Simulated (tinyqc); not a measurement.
From results back to parameters: Boltzmann transport in a parabolic band with a power-law relaxation time. Three cases, with inputs chosen for the exercise.

Problem. The Seebeck coefficient and the Hall density nH = n/rH are given; md is hidden (a Pisarenko analysis).

F_j(eta) = (1/Gamma(j + 1)) integral_0^infinity x^j dx/(1 + exp(x - eta)), which tends to exp(eta) for eta << 0.

n = N F_1/2(eta) with N = 2 (m kB T/(4 pi c))^(3/2) with c = hbar^2/2m0, in 1/angstrom^3; times 1e24 for 1/cm^3, m = md.

tau = tau0 x^r with x = E/kT. With K_j = Gamma(j + 1) F_j(eta): <tau> = tau0 (r + 3/2) K_(r+1/2)/((3/2) K_(1/2)); mu = <tau>/(mc m0/e), m0/e = 5.685630e-12 kg/C; Hall factor rH = (3/2) K_(1/2) (2r + 3/2) K_(2r+1/2)/((r + 3/2) K_(r+1/2))^2; Seebeck S = -(kB/e) [(r + 5/2) K_(r+3/2)/((r + 3/2) K_(r+1/2)) - eta]; Lorenz number L = (kB/e)^2 [(r + 7/2) K_(r+5/2)/((r + 3/2) K_(r+1/2)) - ((r + 5/2) K_(r+3/2)/((r + 3/2) K_(r+1/2)))^2]; kB/e in V/K. Valley anisotropy is left out of rH.

Constants: hbar^2/2m0 = 3.80998211 eV angstrom^2; kB = 8.617333262e-05 eV/K.

Case 1.

Values chosen (out of a larger set: masses near those of Si; tau0 is set for a mobility of the usual size at this n, kL is a free input; freeze-out and phonon drag, which matter near 77 K, are left out; not measured data): r = 1.5 (exponent of tau); T = 77 K.

S = -673.165 microvolt/K
nH = 4.1006e+16 1/cm^3

Case 2.

Values chosen (out of a larger set: masses near those of GaN; tau0 is set for a mobility of the usual size at this n, kL is a free input; freeze-out and phonon drag, which matter near 77 K, are left out; not measured data): r = -0.5 (exponent of tau); T = 77 K.

S = -606.905 microvolt/K
nH = 1.6134e+15 1/cm^3

Case 3.

Values chosen (out of a larger set: masses near those of Si; tau0 is set for a mobility of the usual size at this n, kL is a free input; freeze-out and phonon drag, which matter near 77 K, are left out; not measured data): r = 0.5 (exponent of tau); T = 300 K.

S = -674.857 microvolt/K
nH = 1.9924e+17 1/cm^3

Find: eta; rH; n; md.

Solution. S depends on eta alone and |S| falls steadily with it; eta gives rH and so n, and N = n/F_1/2(eta) gives md from N proportional to md^(3/2).

Case 1.

eta = -3.81
rH = 1.927
n = 7.9e+16 1/cm^3
md = 1.064 m0

Case 2.

eta = -5.04
rH = 1.178
n = 1.9e+15 1/cm^3
md = 0.201 m0

Case 3.

eta = -4.83
rH = 1.104
n = 2.2e+17 1/cm^3
md = 1.065 m0

Computed by tinyqc, one run a case: `OMP_NUM_THREADS=1 python tinyqc.py N N+1 out.jsonl` with N = 1681342, 1681359, 1681371; one thread of a shared Intel(R) Xeon(R) Processor @ 2.30GHz, about 0.01 s a run at most.
